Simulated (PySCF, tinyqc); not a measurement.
Inside a calculation. Method: RHF in the sto-3g basis, for H4, spin multiplicity 1. The lowest restricted solution is unstable here: a spin-polarised one lies 0.0208 hartree lower (PySCF). One step of it, computed by the program tinyqc.

Question. Iteration 3: building the Fock matrix. J_ij = sum D_kl (ij|kl), K_ij = sum D_kl (ik|jl); F = H + J - 0.5 K; E = tr D H + tr D J / 2 - 0.25 tr D K + E_nn.

D after iteration 2:
```
           1H 1s      2H 1s      3H 1s      4H 1s
1H 1s   0.808627   0.431582  -0.098051  -0.304805
2H 1s   0.431582   0.861223   0.230791  -0.098051
3H 1s  -0.098051   0.230791   0.861223   0.431582
4H 1s  -0.304805  -0.098051   0.431582   0.808627
```

core Hamiltonian H = T + V (hartree):
```
           1H 1s      2H 1s      3H 1s      4H 1s
1H 1s  -1.162019  -0.573619  -0.026431  -0.001306
2H 1s  -0.573619  -1.327531  -0.254947  -0.026431
3H 1s  -0.026431  -0.254947  -1.327531  -0.573619
4H 1s  -0.001306  -0.026431  -0.573619  -1.162019
```

Two-electron integrals (ij|kl) in chemists' order, unique and non-zero (hartree):
```
(11|11) 0.774606   (21|11) 0.197231   (21|21) 0.071204   (22|11) 0.395074
(22|21) 0.197231   (22|22) 0.774606   (31|11) 0.004648   (31|21) 0.002041
(31|22) 0.007212   (31|31) 0.000083   (32|11) 0.037034   (32|21) 0.017873
(32|22) 0.073258   (32|31) 0.000927   (32|32) 0.011979   (33|11) 0.168469
(33|21) 0.074086   (33|22) 0.283631   (33|31) 0.004648   (33|32) 0.073258
(33|33) 0.774606   (41|11) 0.000138   (41|21) 0.000064   (41|22) 0.000252
(41|31) 3.28e-06   (41|32) 0.000042   (41|33) 0.000252   (41|41) 1.47e-07
(42|11) 0.002573   (42|21) 0.001175   (42|22) 0.004648   (42|31) 0.000066
(42|32) 0.000927   (42|33) 0.007212   (42|41) 3.28e-06   (42|42) 0.000083
(43|11) 0.048592   (43|21) 0.020451   (43|22) 0.074086   (43|31) 0.001175
(43|32) 0.017873   (43|33) 0.197231   (43|41) 0.000064   (43|42) 0.002041
(43|43) 0.071204   (44|11) 0.119534   (44|21) 0.048592   (44|22) 0.168469
(44|31) 0.002573   (44|32) 0.037034   (44|33) 0.395074   (44|41) 0.000138
(44|42) 0.004648   (44|43) 0.197231   (44|44) 0.774606
```

nuclear repulsion = 1.56473468 hartree

Give: Coulomb J; exchange K; Fock matrix F; total energy of this density.

Answer.

Coulomb J (hartree):
```
        1H 1s   2H 1s   3H 1s   4H 1s
1H 1s  1.4361  0.5191  0.0192  0.0008
2H 1s  0.5191  1.6326  0.2221  0.0192
3H 1s  0.0192  0.2221  1.6326  0.5191
4H 1s  0.0008  0.0192  0.5191  1.4361
```

exchange K (hartree):
```
         1H 1s   2H 1s   3H 1s    4H 1s
1H 1s   0.8579  0.5324  0.0247  -0.0367
2H 1s   0.5324  0.9348  0.1984   0.0247
3H 1s   0.0247  0.1984  0.9348   0.5324
4H 1s  -0.0367  0.0247  0.5324   0.8579
```

Fock matrix F (hartree):
```
         1H 1s    2H 1s    3H 1s    4H 1s
1H 1s  -0.1548  -0.3207  -0.0195   0.0178
2H 1s  -0.3207  -0.1623  -0.1321  -0.0195
3H 1s  -0.0195  -0.1321  -0.1623  -0.3207
4H 1s   0.0178  -0.0195  -0.3207  -0.1548
```

total energy of this density = -1.640516 hartree

This density is a damped mixture and is not idempotent.
